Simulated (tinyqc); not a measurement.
Inversion-layer mobility, back-scattering and ballistic limit of a field-effect transistor: one step, computed by the program tinyqc. Command: `OMP_NUM_THREADS=1 python tinyqc.py 3010042 3010043 out.jsonl mos walk`. One thread of a shared host (Intel(R) Xeon(R) Processor @ 2.30GHz), about 0.01 s of CPU time with the checks.

The charge at the top of the source barrier is fixed by the gate; series resistance and short-channel effects are left out. F_j are Fermi integrals normalised to exp(eta) in the classical limit.

Question. Back-scattering. Non-degenerate: every F_j(eta) is replaced by exp(eta). Ballistic channel: N_2D = g_v m k_B T/(pi hbar^2), U = e V_D/(k_B T); eta_F solves N_inv = (N_2D/2)[F_0(eta_F) + F_0(eta_F - U)]; v_T = sqrt(2 k_B T/(pi m)); I/W = e (N_2D/2) v_T [F_1/2(eta_F) - F_1/2(eta_F - U)]; injection velocity v_T F_1/2(eta_F)/F_0(eta_F). Mean free path lambda = (2 k_B T/e)(mu/v_T) F_0(eta_0)/F_-1/2(eta_0), with eta_0 from N_inv = N_2D F_0(eta_0); critical length l = L (1 + U)^(-a), an empirical rule; back-scattering r = l/(l + lambda). Then eta solves N_inv = (N_2D/2)[(1 + r) F_0(eta) + (1 - r) F_0(eta - U)] and I/W = e (N_2D/2) v_T (1 - r)[F_1/2(eta) - F_1/2(eta - U)]. Ballistic ratio: I over the ballistic current. Apparent mobility 1/(1/mu + 1/mu_B), mu_B = mu L/lambda.

Inputs (values chosen for the exercise, modelled on a 4H-SiC n-channel): transport mass m = 0.29 m_0; valley degeneracy g_v = 3; drain voltage V_D = 0.05 V; channel length L = 810 nm; exponent a of the critical length = 0.6; temperature T = 300 K.

Statistics at the top of the barrier: non-degenerate.

inversion density N_inv = 9.022087e+11 1/cm^2

effective mobility mu = 15.82165 cm^2/(V s)

Constants: m_0 = 9.1093837015e-31 kg; k_B = 1.380649e-23 J/K; hbar = 1.054571817e-34 J s; k_B = 8.617333262e-05 eV/K; e = 1.602176634e-19 C.

Give: eta_0; mean free path lambda; critical length l; back-scattering coefficient r; current I/W; ballistic ratio; apparent low-field mobility.

Answer.

eta_0 = -2.343

mean free path lambda = 0.8188 nm

critical length l = 424.6 nm

back-scattering coefficient r = 0.9981

current I/W = 0.1190 microampere/micrometre

ballistic ratio = 0.001102

apparent low-field mobility = 15.81 cm^2/(V s)

L/lambda = 989.25; at this drain voltage the first 425 nm can return carriers, and the ratio is 0 %.
